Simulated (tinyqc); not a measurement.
Inside a calculation. Method: FCI on RHF in the 6-31g basis, for H2, spin multiplicity 1. One step of it, computed by the program tinyqc.

Problem. FCI: determinants and Hamiltonian. Slater-Condon rules over spin orbitals, with the nuclear repulsion added and E(HF) subtracted on the diagonal.

one-electron integrals over orbitals h = C^T H C (hartree), lower triangle:
```
           1          2          3         4
1  -1.230041
2   0.000000  -0.554472
3  -0.164132   0.000000  -0.164300
4   0.000000   0.206588   0.000000  0.201443
```

Two-electron integrals over orbitals (pq|rs), unique and non-zero (hartree):
```
(11|11) 0.641406    (21|21) 0.082608    (22|11) 0.434552    (22|22) 0.387047
(31|11) 0.164132    (31|22) 0.051720    (31|31) 0.108113    (32|21) -0.017261
(32|32) 0.035396    (33|11) 0.529400    (33|22) 0.382947    (33|31) 0.119936
(33|33) 0.464418    (41|21) -0.079829   (41|32) -0.024337   (41|41) 0.135155
(42|11) -0.143209   (42|22) -0.056328   (42|31) -0.074364   (42|33) -0.100327
(42|42) 0.069114    (43|21) -0.086583   (43|32) -0.005055   (43|41) 0.123842
(43|43) 0.131714    (44|11) 0.653733    (44|22) 0.443267    (44|31) 0.198929
(44|33) 0.550560    (44|42) -0.167877   (44|44) 0.729880
```

nuclear repulsion = 0.69264033 hartree

Hartree-Fock energy = -1.12603560 hartree

Give: determinants; H - E(HF) between determinants.

Solution.

Occupation strings over the orbitals (2 doubly, a alpha, b beta, 0 empty; spin orbitals ordered 1a 1b 2a 2b ...): 2000 ab00 a0b0 a00b ba00 b0a0 b00a 0200 0ab0 0a0b 0ba0 0020 00ab 0b0a 00ba 0002

H - E(HF) between determinants (hartree), lower triangle:
```
         2000     ab00     a0b0     a00b     ba00     b0a0     b00a     0200
2000   0.0000
ab00   0.0000   0.4687
a0b0   0.0000   0.0000   0.9537
a00b   0.0000   0.0634   0.0000   1.4438
ba00   0.0000  -0.0826   0.0000   0.0798   0.4687
b0a0   0.0000   0.0000  -0.1081   0.0000   0.0000   0.9537
b00a   0.0000   0.0798   0.0000  -0.1352   0.0634   0.0000   1.4438
0200   0.0826   0.0000  -0.0173   0.0000   0.0000   0.0173   0.0000   1.0968
0ab0   0.0000  -0.0173   0.0000  -0.0866   0.1124   0.0000   0.0744   0.0000
0a0b  -0.0798   0.0000  -0.0866   0.0000   0.0000   0.0243   0.0000   0.1503
0ba0   0.0000   0.1124   0.0000   0.0744  -0.0173   0.0000  -0.0866   0.0000
0020   0.1081   0.0000  -0.0442   0.0000   0.0000   0.0442   0.0000   0.0354
00ab   0.0000  -0.0744   0.0000   0.0348   0.0243   0.0000  -0.1238   0.0000
0b0a   0.0798   0.0000   0.0243   0.0000   0.0000  -0.0866   0.0000  -0.1503
00ba   0.0000   0.0243   0.0000  -0.1238  -0.0744   0.0000   0.0348   0.0000
0002   0.1352   0.0000   0.1238   0.0000   0.0000  -0.1238   0.0000   0.0691

         0ab0     0a0b     0ba0    0020     00ab     0b0a    00ba    0002
0ab0   1.4829
0a0b   0.0000   1.9089
0ba0  -0.0354   0.0000   1.4829
0020   0.0000  -0.0051   0.0000  1.9545
00ab  -0.0051   0.0000  -0.1063  0.0000   2.4064
0b0a   0.0000  -0.0691   0.0000  0.0051   0.0000   1.9089
00ba  -0.1063   0.0000  -0.0051  0.0000  -0.1317   0.0000  2.4064
0002   0.0000   0.0387   0.0000  0.1317   0.0000  -0.0387  0.0000  2.9514
```
